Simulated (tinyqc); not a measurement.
Worked calculation: Hueckel theory of the pi electrons with the omega technique, for the molecule C=C1C=CC=CC=C1 (SMILES; centres numbered as the heavy atoms are written). Computed by tinyqc, a small Python program that keeps every step. Settings: charge = 0, omega = 1.4, damping = 0.3. Command: `OMP_NUM_THREADS=1 python tinyqc.py 21336 21337 out.jsonl` (the two numbers bound the seeds that draw the settings). One thread of a shared host (Intel(R) Xeon(R) Processor @ 2.60GHz), about 0.01 s of CPU time with the checks.

## The Hueckel matrix

Centres:
```
centre  z_r, pi electrons of the neutral centre         h
1C                                            1  0.000000
2C                                            1  0.000000
3C                                            1  0.000000
4C                                            1  0.000000
5C                                            1  0.000000
6C                                            1  0.000000
7C                                            1  0.000000
8C                                            1  0.000000
```

Bonds:
```
i  j  k
1  2  1
2  3  1
3  4  1
4  5  1
5  6  1
6  7  1
7  8  1
8  2  1
```

H_rr = alpha + h_r beta, H_rs = k_rs beta for bonded centres.

Hueckel matrix in units of beta (H = alpha + beta A), lower triangle:
```
          1C        2C        3C        4C        5C        6C        7C        8C
1C  0.000000
2C  1.000000  0.000000
3C  0.000000  1.000000  0.000000
4C  0.000000  0.000000  1.000000  0.000000
5C  0.000000  0.000000  0.000000  1.000000  0.000000
6C  0.000000  0.000000  0.000000  0.000000  1.000000  0.000000
7C  0.000000  0.000000  0.000000  0.000000  0.000000  1.000000  0.000000
8C  0.000000  1.000000  0.000000  0.000000  0.000000  0.000000  1.000000  0.000000
```

## Orbitals, round 1

pi electrons, sum of z_r less the charge = 8

Diagonalise; E = alpha + x beta with beta < 0, so the largest x are filled first; degenerate levels share their electrons. P = sum n_i c_ri c_si; each orbital has its largest coefficient positive (the first on a tie).

x values: 2.091184  1.442720  1.246980  0.216294  -0.445042  -0.776378  -1.801938  -1.973820

occupations: 2.000000  2.000000  2.000000  2.000000  0.000000  0.000000  0.000000  0.000000

coefficients:
```
         MO1        MO2        MO3        MO4        MO5        MO6        MO7        MO8
1C  0.231583  -0.332882   0.000000   0.700610   0.000000   0.502361   0.000000  -0.303871
2C  0.484283  -0.480255   0.000000   0.151538   0.000000  -0.390022   0.000000   0.599786
3C  0.390571  -0.179996   0.417907  -0.333917   0.521121  -0.099778   0.231921  -0.440000
4C  0.332472   0.220571   0.521121  -0.223762  -0.231921   0.467488  -0.417907   0.268694
5C  0.304690   0.498219   0.231921   0.285518  -0.417907  -0.263169   0.521121  -0.090353
6C  0.304690   0.498219  -0.231921   0.285518   0.417907  -0.263169  -0.521121  -0.090353
7C  0.332472   0.220571  -0.521121  -0.223762   0.231921   0.467488   0.417907   0.268694
8C  0.390571  -0.179996  -0.417907  -0.333917  -0.521121  -0.099778  -0.231921  -0.440000
```

charge and bond-order matrix P, lower triangle:
```
           1C         2C         3C         4C         5C        6C        7C        8C
1C   1.310592
2C   0.756379   0.976279
3C  -0.167157   0.449980   0.942181
4C  -0.306399   0.042344   0.765300   0.961652
5C   0.209500  -0.096898   0.061815   0.536328   0.952731
6C   0.209500  -0.096898  -0.325870   0.052894   0.737583  0.952731
7C  -0.306399   0.042344  -0.105819  -0.124616   0.052894  0.536328  0.961652
8C  -0.167157   0.449980   0.243598  -0.105819  -0.325870  0.061815  0.765300  0.942181
```

## Omega technique, round 1

h_r = h_r(0) + omega q_r, omega = 1.4, with q_r = z_r - P_rr; 0.3 of the old diagonal is kept.

matrix after round 1, lower triangle:
```
           1C        2C        3C        4C        5C        6C        7C        8C
1C  -0.304380
2C   1.000000  0.023247
3C   0.000000  1.000000  0.056662
4C   0.000000  0.000000  1.000000  0.037581
5C   0.000000  0.000000  0.000000  1.000000  0.046323
6C   0.000000  0.000000  0.000000  0.000000  1.000000  0.046323
7C   0.000000  0.000000  0.000000  0.000000  0.000000  1.000000  0.037581
8C   0.000000  1.000000  0.000000  0.000000  0.000000  0.000000  1.000000  0.056662
```

## Orbitals, round 2

As before.

x values: 2.117809  1.450177  1.292203  0.103007  -0.394069  -0.839461  -1.757567  -1.972098

occupations: 2.000000  2.000000  2.000000  2.000000  0.000000  0.000000  0.000000  0.000000

coefficients:
```
         MO1        MO2        MO3        MO4        MO5        MO6        MO7        MO8
1C  0.192581   0.284718   0.000000   0.643001   0.000000   0.579724   0.000000  -0.363755
2C  0.466467   0.499554   0.000000   0.261950   0.000000  -0.310199   0.000000   0.606641
3C  0.392231   0.214055   0.420390  -0.311054   0.519609  -0.156057   0.230822  -0.423352
4C  0.341979  -0.201265   0.519409  -0.276366  -0.234204   0.450045  -0.418763   0.252238
5C  0.319164  -0.498361   0.231272   0.292973  -0.418515  -0.238651   0.520921  -0.083566
6C  0.319164  -0.498361  -0.231272   0.292973   0.418515  -0.238651  -0.520921  -0.083566
7C  0.341979  -0.201265  -0.519409  -0.276366   0.234204   0.450045   0.418763   0.252238
8C  0.392231   0.214055  -0.420390  -0.311054  -0.519609  -0.156057  -0.230822  -0.423352
```

charge and bond-order matrix P, lower triangle:
```
           1C         2C         3C         4C         5C        6C        7C        8C
1C   1.063204
2C   0.800997   1.071526
3C  -0.127053   0.416828   0.946295
4C  -0.338297  -0.026830   0.790745   1.007242
5C   0.215908  -0.046669   0.049207   0.497214   0.979098
6C   0.215908  -0.046669  -0.339691   0.016715   0.765151  0.979098
7C  -0.338297  -0.026830  -0.082673  -0.071900   0.016715  0.497214  1.007242
8C  -0.127053   0.416828   0.239384  -0.082673  -0.339691  0.049207  0.790745  0.946295
```

## Omega technique, round 2

As before.

matrix after round 2, lower triangle:
```
           1C         2C        3C        4C        5C        6C        7C        8C
1C  -0.153254
2C   1.000000  -0.063121
3C   0.000000   1.000000  0.069630
4C   0.000000   0.000000  1.000000  0.004177
5C   0.000000   0.000000  0.000000  1.000000  0.034381
6C   0.000000   0.000000  0.000000  0.000000  1.000000  0.034381
7C   0.000000   0.000000  0.000000  0.000000  0.000000  1.000000  0.004177
8C   0.000000   1.000000  0.000000  0.000000  0.000000  0.000000  1.000000  0.069630
```

## Convergence

Each round sets h_r = h_r(0) + omega (z_r - P_rr), keeping the share named as damping of the old diagonal; repeat until output and input diagonals agree to 1e-6.

Rounds:
```
round   sum n x  largest |h(out) - h(in)|
1      9.994355                  4.35e-01
2      9.926391                  2.16e-01
3      9.945525                  1.50e-01
4      9.928861                  1.04e-01
5      9.938486                  7.49e-02
6      9.930692                  5.40e-02
7      9.935807                  3.94e-02
8      9.931825                  2.86e-02
9      9.934580                  2.09e-02
10     9.932496                  1.52e-02
11     9.933975                  1.11e-02
12     9.932875                  8.10e-03
13     9.933666                  5.91e-03
14     9.933083                  4.31e-03
15     9.933505                  3.14e-03
16     9.933195                  2.29e-03
17     9.933420                  1.67e-03
18     9.933256                  1.22e-03
19     9.933375                  8.90e-04
20     9.933288                  6.49e-04
21     9.933352                  4.73e-04
22     9.933305                  3.45e-04
23     9.933339                  2.52e-04
24     9.933314                  1.84e-04
25     9.933332                  1.34e-04
26     9.933319                  9.78e-05
27     9.933329                  7.13e-05
28     9.933322                  5.20e-05
29     9.933327                  3.79e-05
30     9.933323                  2.77e-05
31     9.933326                  2.02e-05
32     9.933324                  1.47e-05
33     9.933325                  1.07e-05
34     9.933324                  7.83e-06
35     9.933325                  5.71e-06
36     9.933325                  4.17e-06
37     9.933325                  3.04e-06
38     9.933325                  2.22e-06
39     9.933325                  1.62e-06
40     9.933325                  1.18e-06
```

Not converged within 40 rounds: the residual falls steadily but slowly, by a factor of about 0.73 a step. Reruns: damping 0.5: converged in 13; damping 0.8: not converged.
